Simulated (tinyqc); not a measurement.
Where the wafer is too thin: surface photovoltage measurement of the minority-carrier diffusion length in a wafer. Computed by tinyqc, a small Python program. Command: `OMP_NUM_THREADS=1 python tinyqc.py 3130273 3130274 out.jsonl spv walk`. One thread of a shared host (Intel(R) Xeon(R) Processor @ 2.30GHz), about 0.01 s of CPU time with the checks.

Low injection, steady light, a depletion layer much thinner than 1/alpha and L. The excess density dn is taken at the front edge of the neutral region; light that reaches the back is lost.

Inputs (values chosen for the exercise, modelled on p-type silicon at room temperature):

| quantity | value | unit |
|---|---|---|
| wafer thickness W | 525 | micrometre |
| diffusivity D | 33.4 | cm^2/s |
| front recombination velocity S_f | 1600 | cm/s |
| back recombination velocity S_b | 1500 | cm/s |
| photon flux entering | 3.5e+11 | 1/(cm^2 s) |

Method:
- alpha = (84.732/lambda - 76.417)^2 per cm with lambda in micrometre (an empirical fit for silicon between 0.7 and 1.05 micrometre).
- Thick wafer: dn = Phi L/((S_f + D/L)(L + 1/alpha)). Finite wafer, with s = S_b L/D, w = W/L, a = alpha L: dn = [Phi a/(a^2 - 1)] [a - B - exp(-alpha W)(a - s)/(cosh w + s sinh w)]/(S_f + B D/L), B = (sinh w + s cosh w)/(cosh w + s sinh w).
- Readings y = (Phi/dn) (1 + noise x g) at 780, 830, 880, 920, 950, 975 and 995 nm; a least-squares line y = c (1/alpha + L_app) gives L_app = intercept/slope.
- No noise; L is varied at fixed W, and the last two columns set S_b to 0 and to 1e7 cm/s.

Apparent length (micrometre):

| L | W/L | given S_b | S_b = 0 | S_b = 1e7 |
|---|---|---|---|---|
| 26.2 | 20.038 | 26.20 | 26.2 | 26.20 |
| 52.5 | 10.000 | 52.50 | 52.5 | 52.50 |
| 105.0 | 5.000 | 105.03 | 105.1 | 104.82 |
| 158.0 | 3.323 | 158.13 | 160.0 | 155.54 |
| 262.0 | 2.004 | 258.06 | 285.5 | 236.61 |
| 420.0 | 1.250 | 376.67 | 544.4 | 307.88 |
| 682.0 | 0.770 | 483.63 | 1138.2 | 355.30 |
| 1100.0 | 0.477 | 547.85 | 2285.1 | 378.33 |
| 2100.0 | 0.250 | 584.46 | 4582.0 | 390.03 |

With a fast back surface L_app levels off, at 390 micrometre in the last row; with a passive one it reaches up to 2.18 times L among these rows and is 4580 in the last. All three columns are within 5 % of L down to W/L = 3.3.

Extremes, crossings and ranges named in words are read from the listed rows.
